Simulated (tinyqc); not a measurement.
Schottky emission and Poole-Frenkel conduction in an insulator, and how to tell them apart: one step of the calculation.

Schottky emission (electrode-limited): J = As T^2 exp[-(pb - b sqrt(F))/Vt], b = sqrt(q/(4 pi eps0 ei)). Poole-Frenkel emission (bulk-limited): J = s0 F exp[-(pt - 2 b sqrt(F))/Vt]. F in V/cm.

Problem. Both currents at one field. Lowerings b sqrt(F) and 2 b sqrt(F); the image-force maximum lies at sqrt(q/(16 pi eps0 ei F)) from the electrode.

Inputs (values chosen for the exercise); dielectric values close to those of silicon nitride:
- T = 300 K (temperature)
- ei = 4.34 (high-frequency relative permittivity)
- pt = 1.4 eV (trap depth)
- s0 = 2.2 S/cm (Poole-Frenkel prefactor)
- pb = 0.91 eV (electrode barrier)
- As = 27 A/(cm^2 K^2) (Richardson constant)
- F = 1.8 MV/cm (field)

Constants: q = 1.602176634e-19 C, kB = 1.380649e-23 J/K, Vt = kB T/q, eps0 = 8.8541878128e-14 F/cm where lengths are in cm. Results are converted to the units shown.

Give: Schottky lowering; position of the barrier top; Poole-Frenkel lowering; J, Schottky; J, Poole-Frenkel.

Solution.

Schottky lowering = 244.4 meV
position of the barrier top = 0.6788 nm
Poole-Frenkel lowering = 488.8 meV
J, Schottky = 1.598e-5 A/cm^2
J, Poole-Frenkel = 1.948e-9 A/cm^2

Injection and bulk transport act in series, so the smaller capacity limits the current: here the bulk, by a factor of 8210.

Range of the model: At the field F a Fowler-Nordheim estimate for tunnelling through pb (mass 0.4 m0) gives 0.012 A/cm^2, more than Schottky emission.

Computed by the program tinyqc: `OMP_NUM_THREADS=1 python tinyqc.py 2370116 2370117 out.jsonl`, one thread of a shared Intel Xeon 2.30GHz, about 0.01 s for the whole run.
